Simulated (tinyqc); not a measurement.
What each parameter does: type-II superlattice in the two-band Kane model.

Motion along the axis, period d = a + b, c = hbar^2/2m0. Conduction and light-hole bands couple: (E - Ec)(E - Ev) = Ep c k^2 in each layer, with mass m(E) = (E - Ev)/Ep, which may be negative. The conduction envelope psi and psi'/m(E) are continuous; a layer carries them by [[cos kt, (m/k) sin kt], [-(k/m) sin kt, cos kt]] (cosh and sinh for k^2 < 0), and cos(q d) = tr(M_B M_A)/2. C1 is the first miniband above EvB, with its bottom at tr/2 = +1 and its top at -1; the gap is the bottom of C1 less the top heavy-hole level HH1.

Heavy holes are uncoupled: with e = EvB - E, p = sqrt(mhB e/c), w = sqrt(mhA (EvB - EvA - e)/c), the top level HH1 at q = 0 solves (p/mhB) tan(p b/2) = (w/mhA) tanh(w a/2).

Constants: hbar^2/2m0 = 3.80998211 eV angstrom^2.

Parameters, chosen for this exercise (near those of an InAs/GaSb superlattice; shifted at random, so the results belong to these values and not to a real crystal): a = 31 angstrom (layer A); b = 33 angstrom (layer B); EcA = 0 eV (conduction edge of A); EvA = -0.418 eV (valence edge of A); EcB = 0.946 eV (conduction edge of B); EvB = 0.127 eV (valence edge of B); EpA = 14.3 eV (coupling energy in A); EpB = 18.1 eV (coupling energy in B); mhA = 0.33 m0 (heavy hole in A); mhB = 0.28 m0 (heavy hole in B).

Bottom and width of C1, HH1 and the gap.

One parameter was then changed.

Results before and after:

| case | C1 (eV) | width (meV) | HH1 (eV) | gap (meV) |
|---|---|---|---|---|
| base | 0.3350 | 93.4 | 0.0578 | 277.2 |
| changed | 0.3433 | 86.4 | 0.0578 | 285.5 |

Which of these changes was made? (a) mhB = 0.32 m0; (b) EvB = 0.107 eV; (c) EpA = 15.4 eV; (d) EcB = 0.996 eV; (e) a = 28 angstrom; (f) b = 30 angstrom; (g) EvA = -0.448 eV.

Answer: (d) EcB = 0.996 eV. Of the candidates, run in turn, only this one gives the changed row.

All candidates:

| case | C1 (eV) | width (meV) | HH1 (eV) | gap (meV) |
|---|---|---|---|---|
| base | 0.3350 | 93.4 | 0.0578 | 277.2 |
| a = 28 angstrom | 0.3660 | 102.4 | 0.0579 | 308.1 |
| b = 30 angstrom | 0.3262 | 108.1 | 0.0474 | 278.8 |
| EvB = 0.107 eV | 0.3334 | 90.1 | 0.0385 | 295.0 |
| EcB = 0.996 eV | 0.3433 | 86.4 | 0.0578 | 285.5 |
| EvA = -0.448 eV | 0.3315 | 91.7 | 0.0568 | 274.7 |
| EpA = 15.4 eV | 0.3415 | 97.8 | 0.0578 | 283.7 |
| mhB = 0.32 m0 | 0.3350 | 93.4 | 0.0626 | 272.4 |

tinyqc: `OMP_NUM_THREADS=1 python tinyqc.py 1280933 1280934 out.jsonl`; about 0.03 s, one thread, shared Intel(R) Xeon(R) Processor @ 2.30GHz.
